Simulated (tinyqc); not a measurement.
Tunnelling through a gate dielectric with the two-band (Franz) dispersion, WKB transmission and Tsu-Esaki current: one step of the calculation.

Electrons leave the emitter at x = 0. Energies E (motion across the layers) are in eV from the emitter Fermi level; the collector Fermi level lies at -V and offers states at every E. No charge in the dielectric and no image force: F1 = V/t1, U = phi1 - F1 x. With C = hbar^2/(2 m0), kappa = sqrt(m u (1 - u/Egx)/C), u = U - E where U > E and 0 elsewhere; T(E) = exp(-S), S = 2 times the integral of kappa over x.

Problem. Current density on a coarse energy grid. Each layer adds (2/F) sqrt(m/C) [G(u at its left edge) - G(u at its right edge)] to S, with u = U - E (0 where negative) and G(u) = Egx^1.5 (th - sin(4 th)/4)/4, th = arcsin sqrt(u/Egx). The slope follows from 1/d = -dS/dE.

J = J0 times the integral of T(E) N(E) dE, N = ln[(1 + exp(-E/Vt))/(1 + exp((-E - V)/Vt))], J0 = q^2 me m0 kB T/(2 pi^2 hbar^3) (times 1e-4 for A/cm^2 per eV), by Simpson's rule on nE equally spaced points from Ea to Eb.

Values chosen for this exercise; dielectric values close to those of aluminium oxide:

| symbol | value | unit | meaning |
|---|---|---|---|
| T | 300 | K | temperature |
| Ef | 0.39 | eV | Fermi energy of the emitter above its band bottom |
| me | 1 | m0 | emitter mass in the supply function |
| phi1 | 2.53 | eV | barrier of layer 1 above the emitter Fermi level at zero bias |
| m1 | 0.41 | m0 | tunnelling mass of layer 1 |
| t1 | 3 | nm | thickness of layer 1 |
| Egx | 6.4 | eV | gap parameter of the two-band dispersion, set freely |
| V | 1.5 | V | voltage across the dielectric |
| Ea | -0.39 | eV | lower end of the energy grid |
| Eb | 0.26 | eV | upper end of the energy grid |
| nE | 9 |  | points of the energy grid |

Constants: q = 1.602176634e-19 C, kB = 1.380649e-23 J/K, hbar = 1.054571817e-34 J s, m0 = 9.1093837015e-31 kg, Vt = kB T/q, hbar^2/(2 m0) = 0.0380998212 eV nm^2. Results are converted to the units shown.

Find: E; T(E); N; T(E) N; J0; J.

Solution.

| point | E (eV) | T(E) | N | T(E) N |
|---|---|---|---|---|
| 0 | -0.39000 | 7.6089e-11 | 15.086 | 1.1479e-9 |
| 1 | -0.30875 | 9.6033e-11 | 11.943 | 1.1469e-9 |
| 2 | -0.22750 | 1.2373e-10 | 8.8002 | 1.0888e-9 |
| 3 | -0.14625 | 1.6285e-10 | 5.6607 | 9.2185e-10 |
| 4 | -0.06500 | 2.1918e-10 | 2.5921 | 5.6814e-10 |
| 5 | 0.01625 | 3.0195e-10 | 0.42745 | 1.2907e-10 |
| 6 | 0.09750 | 4.2632e-10 | 0.022757 | 9.7019e-12 |
| 7 | 0.17875 | 6.1773e-10 | 9.9293e-4 | 6.1336e-13 |
| 8 | 0.26000 | 9.2014e-10 | 4.2873e-5 | 3.9449e-14 |

J0 = 4.1837e8 A/(cm^2 eV)
J = 0.15042 A/cm^2

The integrand peaks at E = -0.390 eV among these points.

Computed by the program tinyqc: `OMP_NUM_THREADS=1 python tinyqc.py 2540135 2540136 out.jsonl`, one thread of a shared Intel Xeon 2.30GHz, about 0.03 s for the whole run.
